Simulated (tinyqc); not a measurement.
From results back to parameters: one-oscillator model of a band gap. Three cases, with inputs chosen for the exercise.

Problem. A gap follows E(T) = E0 - s1 t1/(exp(t1/T) - 1) with the zero-point term ZP = s1 t1/2, which scales as M^(-1/2). The shift of E0 on going from M to M + dM and the limiting slope at high T are given.

Find: sqrt(M/(M + dM)); ZP; t1.

Method. The shift is ZP (1 - sqrt(M/(M + dM))); then t1 = 2 ZP/s1.

Case 1.

Values chosen (out of a larger set: near those of diamond; not measured data): M = 11.99 u (mean atomic mass); dM = -0.51 u (change of the mean mass (not bounded by the natural isotopes)).

shift of E0 = -8.866754 meV
limiting slope s1 = 0.579 meV/K

Solution.

sqrt(M/(M + dM)) = 1.021971
ZP = 403.56 meV
t1 = 1394 K

Case 2.

Values chosen (out of a larger set: near those of diamond; not measured data): M = 12.01 u (mean atomic mass); dM = -0.58 u (change of the mean mass (not bounded by the natural isotopes)).

shift of E0 = -8.582424 meV
limiting slope s1 = 0.568 meV/K

Solution.

sqrt(M/(M + dM)) = 1.025058
ZP = 342.50 meV
t1 = 1206 K

Case 3.

Values chosen (out of a larger set: near those of Ge; not measured data): M = 72.72 u (mean atomic mass); dM = -1.95 u (change of the mean mass (not bounded by the natural isotopes)).

shift of E0 = -0.616903 meV
limiting slope s1 = 0.408 meV/K

Solution.

sqrt(M/(M + dM)) = 1.013683
ZP = 45.08 meV
t1 = 221 K

Computed by tinyqc, one run a case: `OMP_NUM_THREADS=1 python tinyqc.py N N+1 out.jsonl` with N = 1850825, 1850838, 1850845; one thread of a shared Intel(R) Xeon(R) Processor @ 2.30GHz, about 0.01 s a run at most.
